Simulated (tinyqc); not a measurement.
Energy and delay of logic against supply voltage: energy and delay against supply voltage.

One expression serves below and above threshold: I(Vg) = Ik [ln(1 + exp((Vg - VT + dd V)/(al nf Vt)))]^al, with I_on = I(V) and I_off = I(0). Gate delay td = kd C V/I_on, clock period LD td. Per gate and cycle the switching energy is act C V^2 and the leakage energy I_off V LD td. No short-circuit current, no variation. Minima are sought above 0.09 V; below a few Vt gates no longer switch and the model has no meaning.

EDP = energy times td.

Inputs (values chosen for the exercise); values of the order met in logic technologies:

| symbol | value | unit | meaning |
|---|---|---|---|
| T | 358 | K | temperature |
| VT | 0.23 | V | threshold voltage at zero drain bias |
| nf | 1.11 |  | slope factor |
| dd | 0.04 |  | barrier lowering per volt of supply |
| Ik | 0.66 | uA | specific current of a gate |
| al | 1.71 |  | exponent of the current law |
| C | 0.96 | fF | load capacitance of a gate |
| kd | 0.9 |  | delay factor |
| LD | 12 |  | logic depth |
| act | 0.05 |  | activity factor |

Constants: q = 1.602176634e-19 C, kB = 1.380649e-23 J/K, Vt = kB T/q. Results are converted to the units shown.

Energy and delay against supply voltage:
```
V (V)	I_on (uA)	I_off (nA)	td (ps)	switching (aJ)	leakage (aJ)	energy (aJ)	EDP (fJ ps)
0.15	0.06119	0.9346	2118	1.080	3.563	4.643	9.833
0.27	0.9249	1.074	252.2	3.499	0.8773	4.376	1.104
0.38	4.026	1.219	81.55	6.931	0.4533	7.384	0.6022
0.5	10.20	1.400	42.34	12.00	0.3556	12.36	0.5231
0.62	18.78	1.607	28.53	18.45	0.3412	18.79	0.5362
0.73	28.47	1.824	22.15	25.58	0.3540	25.93	0.5745
0.85	40.89	2.094	17.96	34.68	0.3835	35.06	0.6297
0.97	55.12	2.403	15.20	45.16	0.4252	45.59	0.6931
1.08	69.68	2.725	13.39	55.99	0.4730	56.46	0.7561
1.2	87.14	3.126	11.90	69.12	0.5356	69.66	0.8287
```

td falls from 2120 to 11.9 ps; the energy goes from 4.64 through a minimum of 4.38 (at V = 0.27 V among the rows listed) to 69.7 aJ and the EDP goes from 9.83 through a minimum of 0.523 (at V = 0.5 V among the rows listed) to 0.829 fJ ps. The exact minima lie at V = 0.210 V for the energy and 0.525 V for the EDP. Going from 1.2 V to the energy minimum saves a factor of 18.4 in energy and costs a factor of 55.2 in delay. Below the minimum the leakage energy rises faster than the switching energy falls, because the clock period grows so steeply.

Numbers from tinyqc (`OMP_NUM_THREADS=1 python tinyqc.py 2082033 2082034 out.jsonl`; about 0.01 s on one thread of a shared Intel Xeon 2.30GHz).
